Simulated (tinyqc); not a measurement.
Inside a calculation. Method: Hubbard chain of 2 sites. One step of it, computed by the program tinyqc.

Problem. The many-body Hamiltonian. Basis: all placements (u, d, 2, 0 on each site), up operators ordered before down ones; hops carry the sign of the same-spin electrons passed.

one-body matrix (hopping and site energies) (eV):
```
           1          2
1  -0.650000  -1.130000
2  -1.130000   0.320000
```

U = 4.900000 eV

electrons, up and down: 1  1

Give: H.

Solution.

H (eV), lower triangle:
```
        20      ud      du     02
20   3.600
ud  -1.130  -0.330
du  -1.130   0.000  -0.330
02   0.000  -1.130  -1.130  5.540
```
